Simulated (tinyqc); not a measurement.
## Partial widths from the peak

Problem. A Breit-Wigner resonance has total width G = GL + GR and peak transmission Tp = 4 GL GR/G^2. GL is known to be the larger. Find GL, GR and the lifetime hbar/G.

Constants: q = 1.602176634e-19 C, hbar = 1.054571817e-34 J s. Results are converted to the units shown.

G = 9.8779604 meV
Tp = 0.91836687

Answer. GL and GR have the sum G and the product Tp G^2/4, so they are (G/2)(1 +/- sqrt(1 - Tp)).

GL = 6.35 meV
GR = 3.53 meV
lifetime = 66.6 fs

tinyqc, about 0.1 s, one thread, Intel Xeon 2.30GHz (shared host): `OMP_NUM_THREADS=1 python tinyqc.py 2600124 2600125 out.jsonl`
